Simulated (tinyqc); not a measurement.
# Fully depleted semiconductor-on-insulator film with two gates, non-linear Poisson equation by Newton steps: threshold and coupling against the insulator thickness

One dimension across the film, front interface at x = 0, back interface at x = ts. psi is counted from the intrinsic level, n = ni exp(psi/Vt) (source grounded), holes neglected, acceptors ionised. Gates act through Cox = eps0 eox/tox and Cbox = 3.9 eps0/tb with potentials G1 = Vg - (phiM - chi - Vt ln(Nc/ni)) and G2 = Vb - (phiB - chi - Vt ln(Nc/ni)). Classical Boltzmann densities, no interface charge, no depletion in the back plane.

ni = sqrt(Nc Nv) exp(-Eg/(2 Vt)), Eg in volts. The Poisson equation eps0 eps_r d2psi/dx2 = q (n + Na), with -eps0 eps_r dpsi/dx = Cox (G1 - psi) at x = 0 and eps0 eps_r dpsi/dx = Cbox (G2 - psi) at x = ts, is solved on 300 equal intervals with half boxes at both ends; N_inv is the trapezoid sum of n. VT is the Vg for N_inv = 1e11 cm^-2; -dVT/dVb from the linearised equation. Limits with Cs = eps0 eps_r/ts: front channel Cs Cbox/(Cox (Cs + Cbox)), back channel Cbox (Cox + Cs)/(Cox Cs). Swing at N_inv = 1e8 cm^-2.

Parameters, values chosen for the exercise; band and dielectric values those of a made-up semiconductor:
```
symbol    value   unit                                                                 meaning
T           350      K                                                             temperature
Eg        0.849     eV                                                                band gap
eps_r      11.3                                                          relative permittivity
Nc      4.12e19  cm^-3                                  conduction-band density of states at T
Nv      3.96e19  cm^-3                                     valence-band density of states at T
chi        3.95     eV                                                       electron affinity
eox         3.9         relative permittivity of the gate insulator (close to silicon dioxide)
ts          5.9     nm                                                          film thickness
tb           87     nm                                      buried-oxide thickness (eps_r 3.9)
Na         1e15  cm^-3                                            acceptor density of the film
phiM       4.05     eV                                         work function of the front gate
phiB       4.75     eV                                         work function of the back plane
Vb            0      V                                                       back-gate voltage
```

Constants: q = 1.602176634e-19 C, kB = 1.380649e-23 J/K, Vt = kB T/q, eps0 = 8.8541878128e-14 F/cm where lengths are in cm. Results are converted to the units shown.

The same in every row: centroid/ts at VT = 0.448.

Result of one run:
```
VT (V)	-dVT/dVb	front-channel limit	back-channel limit	swing (mV/decade)
0.110	0.169	0.157	0.184	81.4
```

Which insulator thickness tox gave this result: 1.8, 2.5, 3.6 or 14 nm?

tox = 14 nm.

The whole series:
```
tox (nm)	VT (V)	-dVT/dVb	front-channel limit	back-channel limit	swing (mV/decade)
1.8	-0.0346	0.0305	0.0202	0.0441	71.7
2.5	-0.0263	0.0385	0.0281	0.0521	72.2
3.6	-0.0133	0.0510	0.0404	0.0648	73.1
5.1	0.00450	0.0680	0.0573	0.0820	74.3
7.2	0.0294	0.0918	0.0809	0.106	76.0
10	0.0626	0.124	0.112	0.138	78.2
14	0.110	0.169	0.157	0.184	81.4
```

As tox goes from 1.8 to 14, VT rises from -0.0346 to 0.110 V, the centroid stays at 0.448 of ts and -dVT/dVb rises from 0.0305 to 0.169. The coupling covers 43.1 % of the way from the front-channel to the back-channel limit in the first row and 43.4 % in the last.

Range of the model: In so thin a film or at such density quantum confinement moves the charge away from the interfaces and raises the threshold.

Numbers from tinyqc (`OMP_NUM_THREADS=1 python tinyqc.py 2190169 2190170 out.jsonl`; about 0.3 s on one thread of a shared Intel Xeon 2.30GHz).
